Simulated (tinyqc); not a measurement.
# From time of the peak t_p back to minority mobility mu

Model: Haynes-Shockley experiment: drift, diffusion and decay of a minority-carrier pulse. Computed by tinyqc, a small Python program. Command: `OMP_NUM_THREADS=1 python tinyqc.py 3114293 3114294 out.jsonl haynes inv`. One thread of a shared host (Intel(R) Xeon(R) Processor @ 2.30GHz), about 0.03 s of CPU time with the checks.

A thin sheet of excess carriers is made at x = 0, t = 0 in a long uniform bar; injection is low, so the pulse moves with the minority mobility.

Inputs (values chosen for the exercise, modelled on electrons in p-type silicon in a lightly doped bar):

| quantity | value | unit |
|---|---|---|
| lifetime tau | 35 | microsecond |
| temperature T | 250 | K |
| field F | 11 | V/cm |
| distance d to the collector | 0.65 | cm |
| injected sheet density N0 | 5.7e+09 | 1/cm^2 |

Constants: k_B = 8.617333262e-05 eV/K.

Method:
- D = mu k_B T/e, v = mu F.
- Transit time d/v, diffusion length sqrt(D tau), drift length v tau, Peclet number v d/D = e F d/(k_B T).
- dn(x, t) = N0/sqrt(4 pi D t) exp(-(x - v t)^2/(4 D t) - t/tau).
- At fixed x the signal peaks where d ln(dn)/dt = 0: a t^2 + t/2 - x^2/(4 D) = 0 with a = v^2/(4 D) + 1/tau.
- The full width at half maximum is found by solving dn(x, t) = peak/2 on both sides of the peak.

Problem. A run gave the result below. Find the minority mobility mu, known to lie between 1100 and 2500 cm^2/(V s).

time of the peak t_p = 45.00264 microsecond

Solution.

Each step takes the trial c = (a f_b - b f_a)/(f_b - f_a), f being the result less the target and a, b, c the logarithms of the listed values; c replaces end b, the old b replaces a if the sign of f changed, and otherwise f_a is halved.

Scan of the range:

| minority mobility mu (cm^2/(V s)) | time of the peak t_p (microsecond) |
|---|---|
| 1100 | 53.0703 |
| 1260 | 46.3845 |
| 1450 | 40.3485 |
| 1660 | 35.2750 |
| 1900 | 30.8427 |
| 2180 | 26.8995 |
| 2500 | 23.4702 |

False position (Illinois rule, in the logarithm of the input) inside the bracket:

| step | end a | end b | trial | time of the peak t_p (microsecond) |
|---|---|---|---|---|
| 1 | 1260.00 | 1450.00 | 1301.17 | 44.9280 |
| 2 | 1260.00 | 1301.17 | 1297.10 | 45.0680 |
| 3 | 1301.17 | 1297.10 | 1299.00 | 45.0026 |
| 4 | 1297.10 | 1299.00 | 1299.00 | 45.0026 |

Time of the peak t_p falls at every point of a 13-point scan of the range (every second point is shown), so one value fits; it is bracketed by 1260 and 1450. Answer: minority mobility mu = 1299 cm^2/(V s).
